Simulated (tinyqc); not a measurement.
Epitaxial growth on a vicinal surface: Burton-Cabrera-Frank step flow, step-edge barrier and island nucleation: one step, computed by the program tinyqc.

Adatoms land at rate F, hop on a square grid (a simplification for hexagonal faces), desorb, or join steps. Lengths are in units of a and n is the adatom coverage. Steps ascend at x = 0 and descend at x = l.

Problem. Step flow or islands. Island density on a flat surface without desorption: N = 0.25 (F/D)^(i/(i+2)) exp(E_i/((i+2) k_B T)) per site, with E_i = 0 for i = 1; spacing l_n = N^(-1/2). Step flow needs an effective width l_eff = 2 x(peak) below l_n. Temperatures in kelvin are T(C) + 273.15.

Inputs (values chosen for the exercise, close to those used for Si(111)): deposition rate F = 0.019 layers/s; temperature T = 1110 C; critical nucleus size i = 1.

D = 1.373037e+09 a^2/s

position of the peak = 4.647098 a

Constants: k_B = 8.617333262e-05 eV/K.

Give: island density N on a flat surface; island spacing l_n; ratio l_eff/l_n.

Solution.

island density N on a flat surface = 6.002e-05 per site

island spacing l_n = 129.1 a

ratio l_eff/l_n = 0.07200

Steps capture adatoms before they meet: step flow. Caution: terraces under ten sites wide are at the edge of a continuum description. Caution: the prefactor 0.25 and the criterion are estimates, good to a factor of about two in length.
